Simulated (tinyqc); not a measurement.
Worked calculation: chemical-mechanical planarisation: Preston law, pattern density and step-height reduction. Computed by tinyqc, a small Python program that keeps every step. Command: `OMP_NUM_THREADS=1 python tinyqc.py 3029713 3029714 out.jsonl cmp walk`. One thread of a shared host (Intel(R) Xeon(R) Processor @ 2.30GHz), about 0.01 s of CPU time with the checks. Intermediate numbers are printed to about 7 digits and carried at full precision; extremes and crossings named in words are read from the listed rows.

A row of 8 cells, repeated periodically, holds raised features that cover a share rho of each cell.

Inputs (values chosen for the exercise, close to those used for copper polishing):
```
quantity                          value  unit
Preston coefficient K           1.5e-13  1/Pa
pressure P                           33   kPa
platen and carrier speed            110   rpm
distance between the centres         18    cm
initial step height h0              400    nm
contact height h_c                   43    nm
film above the raised areas z0      700    nm
cell size                             2    mm
planarisation length                4.6    mm
polish time t                        30     s
```

local pattern densities, cell by cell: 0.8  0.1  0.1  0.4  0.7  0.9  0.3  0.6

## Blanket rate

With equal rotation speeds the relative speed is uniform, v = omega r_c; Preston rate R0 = K P v.

relative speed v = 2.073451 m/s

blanket rate R0 = 10.26358 nm/s

## Effective density

The stiff pad averages the density: rho_eff(i) = sum_j w_ij rho_j / sum_j w_ij, w = exp(-2 d^2/L^2), L the planarisation length and d the distance between cell centres, summed over all periodic images of cell j.

normalised weights (images included) for cells 0, 1, 2, ... apart: 0.3469063  0.2376937  0.0764604  0.0115740  0.0016373

effective densities: 0.4906872  0.3381230  0.2860804  0.4190918  0.5918321  0.6369502  0.5812539  0.5559815

Local densities span 0.1 to 0.9, effective ones 0.286 to 0.637.

## State at time t

While h > h_c only raised areas polish, at R0/rho_eff, until t_c = rho_eff (h0 - h_c)/R0. After that h = h_c exp(-(t - t_c)/tau), tau = rho_eff h_c/R0; low areas polish at R0 (1 - h/h_c) and raised areas at R0 [1 + (1 - rho_eff) h/(rho_eff h_c)]. Removed from raised areas after t_c: h0 - h_c + R0 (t - t_c) + (1 - rho_eff)(h_c - h); from low areas: R0 (t - t_c) - rho_eff (h_c - h). Film left = z0 less the removal from raised areas.

Cells:
```
cell    rho_eff   t_c (s)  step h (nm)  removed, raised (nm)  removed, low (nm)  film left on raised areas (nm)
1     0.4906872  17.06766     0.079694              511.5920           111.6717                        188.4080
2     0.3381230  11.76099     0.000110              572.6582           172.6583                        127.3418
3     0.2860804   9.95078     0.000002              593.4753           193.4753                        106.5247
4     0.4190918  14.57734     0.006588              540.2670           140.2736                        159.7330
5     0.5918321  20.58580     0.965045              470.7807            71.7458                        229.2193
6     0.6369502  22.15515     2.273805              452.3019            54.5757                        247.6981
7     0.5812539  20.21785     0.774318              475.0817            75.8560                        224.9183
8     0.5559815  19.33880     0.442307              485.3185            85.7608                        214.6815
```

range of film left across the row = 141.1734 nm

largest remaining step = 2.273805 nm

thinnest film left = 106.5247 nm

8 of 8 cells have reached contact. The cell with the lowest rho_eff has lost the most film from its raised areas.

## Local against global planarity over time

Times are multiples of h0/R0; the range is the largest minus the smallest removal from raised areas.

Steps and range (nm):
```
multiple     t (s)  largest step  smallest step  range across the row  mean removal from raised areas
0.10       3.89727      337.2007       260.1792               77.0216                         88.2789
0.20       7.79455      274.4015       120.3583              154.0432                        176.5578
0.30      11.69182      211.6022        10.0602              209.9879                        262.2022
0.45      17.53773      117.4033         0.0766              182.9165                        362.9979
0.60      23.38365       27.1354         0.0006              150.1990                        441.8764
0.80      31.17820        1.4622         0.0000              140.8788                        524.8601
1.00      38.97274        0.0788         0.0000              140.3765                        604.9935
1.30      50.66457        0.0010         0.0000              140.3483                        724.9999
1.70      66.25366        0.0000         0.0000              140.3479                        885.0000
```

Local steps shrink to 0.01 nm or less, but the range across the row reaches up to 210.0 nm among these rows and ends at 140.3 nm, against the limit (largest - smallest rho_eff) h0 = 140.3 nm: once flat, all cells polish alike and the difference stays. Evener density (dummy fill), a longer planarisation length or a smaller initial step reduces it. Caution: in the last rows the removal passes z0 somewhere, so they describe a thicker film than the one given.

Checks made by the program: volume removed per cell equals R0 t (relative difference below 1e-10).
